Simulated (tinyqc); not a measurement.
## Undoped symmetric double-gate MOSFET, analytic potential model: effect of the body thickness

An undoped body of thickness ts between two equal insulators and tied gates; long channel, electrons only, n = ni exp((psi - V)/Vt) with V the quasi-Fermi potential (0 at the source, Vd at the drain), constant mobility, no quantisation. Across the body psi(x) = V - 2 Vt ln[(ts/(2 beta)) sqrt(q ni/(2 eps0 eps_r Vt)) cos(2 beta x/ts)], x from the centre. Q is the electron charge per area of the whole body.

ni = sqrt(Nc Nv) exp(-Eg/(2 Vt)), Eg in volts; r = eps_r tox/(eox ts); V0 = dphi + 2 Vt ln[(2/ts) sqrt(2 eps0 eps_r Vt/(q ni))]. beta (between 0 and pi/2) solves (Vg - V0 - V)/(2 Vt) = ln(beta) - ln(cos beta) + 2 r beta tan(beta). Q = 8 eps0 eps_r Vt beta tan(beta)/ts; I = mu (1/L)(4 eps0 eps_r/ts)(2 Vt)^2 [g(beta_s) - g(beta_d)] per width, g = beta tan(beta) - beta^2/2 + r beta^2 tan^2(beta), with beta_s at V = 0 and beta_d at V = Vd.  I(low) is taken at Vg = 0.23 V, Qs and I(high) at Vg = 0.98 V.

Inputs (values chosen for the exercise); material values close to those of silicon:
- T = 400 K (temperature)
- Eg = 1.12 eV (band gap)
- eps_r = 11.7 (relative permittivity of the semiconductor)
- Nc = 4.33e19 cm^-3 (conduction-band density of states at T)
- Nv = 4.05e19 cm^-3 (valence-band density of states at T)
- eox = 22.4 (relative permittivity of the gate insulator)
- tox = 13 nm (insulator thickness)
- dphi = 0.06 V (gate work function less that of the intrinsic body)
- mu = 320 cm^2/(V s) (channel mobility)
- L = 0.1 um (gate length)
- Vd = 0.3 V (drain voltage)

Constants: q = 1.602176634e-19 C, kB = 1.380649e-23 J/K, Vt = kB T/q, eps0 = 8.8541878128e-14 F/cm where lengths are in cm. Results are converted to the units shown.

Effect of the body thickness:
```
ts (nm)	V0 (V)	I(low) (nA/um)	Qs(high) (nC/cm^2)	I(high) (uA/um)
5	0.55898	4.5111	1116.2	705.47
7	0.53579	6.3149	1124.7	716.88
9.8	0.51259	8.8395	1130.6	725.34
14	0.48800	12.625	1134.5	731.53
19	0.46695	17.127	1136.5	735.02
27	0.44273	24.323	1137.9	737.56
38	0.41917	34.195	1138.6	739.00
```

As ts goes from 5 to 38 nm, I(low) rises from 4.51 to 34.2 nA/um and I(high) rises from 705 to 739 uA/um. On average I(low) goes as ts^(1.00) and I(high) goes as ts^(0.02). Below threshold the charge is proportional to the cross-section of the body; above it the insulator sets the charge. In every row the surface density at the source at the higher gate voltage passes 0.3 Nc, where Boltzmann statistics fail. In every row mu V/L at the higher gate voltage, with V the smaller of Vd and Vg - V0, passes 3e6 cm/s, so velocity saturation would lower the current. For ts = 14 to 38 nm L is under three scale lengths of this cross-section, so short-channel effects, left out here, would raise the subthreshold current. At ts = 5 nm the body is thin enough for quantum confinement, left out here, to raise the threshold.

Numbers from tinyqc (`OMP_NUM_THREADS=1 python tinyqc.py 2440090 2440091 out.jsonl`; about 0.02 s on one thread of a shared Intel Xeon 2.30GHz).
